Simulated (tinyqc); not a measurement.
What moves the populations: electrons shared among three sets of ellipsoidal valleys.

F_j(eta) = (1/Gamma(j + 1)) integral_0^infinity x^j dx/(1 + exp(x - eta)), which tends to exp(eta) for eta << 0.

Sets X, L, Gamma: N_i = M_i times N = 2 (m kB T/(4 pi c))^(3/2) with c = hbar^2/2m0, in 1/angstrom^3; times 1e24 for 1/cm^3, m = (ml mt^2)^(1/3); n = sum_i N_i F_1/2((EF - dE_i)/kT), energies from the edge of the first set; mu_drift = sum of share times mobility.

Constants: hbar^2/2m0 = 3.80998211 eV angstrom^2; kB = 8.617333262e-05 eV/K.

Parameters, chosen for this exercise (masses and offsets near those of AlAs; mobilities are free inputs, held fixed; shifted at random, so the results belong to these values and not to a real crystal):
- dE = (0, 0.238, 0.719) eV (edges of X, L, Gamma above the first)
- M = (3, 4, 1) (valleys in each set)
- ml = (0.995, 1.304, 0.151) m0 (longitudinal masses of X, L, Gamma)
- mt = (0.2225, 0.1484, 0.151) m0 (transverse masses)
- mu = (290, 370, 1800) cm^2/(V s) (mobility of each set)
- n = 2.9e+18 1/cm^3 (total electron density)
- T = 77 K

All else solved anew.

Results for these values:
```
case,EF (eV),share X,share L,share Gamma,mu_drift (cm^2/(V s))
base,0.0050,1.0000,0.0000,0.0000,290
```

What happens to each result for mt = (0.2225, 0.1781, 0.151) m0, all else kept?

Answer: EF does not change at the printed digits; share X does not change at the printed digits; share L does not change at the printed digits; share Gamma does not change at the printed digits; mu_drift does not change at the printed digits.

The same for each parameter in turn:
```
case,EF (eV),share X,share L,share Gamma,mu_drift (cm^2/(V s))
base,0.0050,1.0000,0.0000,0.0000,290
T = 127 K,-0.0026,1.0000,0.0000,0.0000,290
n = 8.7e+18 1/cm^3,0.0181,1.0000,0.0000,0.0000,290
"dE = (0, 0.1904, 0.719) eV",0.0050,1.0000,0.0000,0.0000,290
"mt = (0.2225, 0.1781, 0.151) m0",0.0050,1.0000,0.0000,0.0000,290
"ml = (0.995, 1.5648, 0.151) m0",0.0050,1.0000,0.0000,0.0000,290
"mu = (348, 370, 1800) cm^2/(V s)",0.0050,1.0000,0.0000,0.0000,348
```

(tinyqc, `OMP_NUM_THREADS=1 python tinyqc.py 1650711 1650712 out.jsonl`, Intel(R) Xeon(R) Processor @ 2.30GHz, 1 thread, shared host, about 0.02 s.)
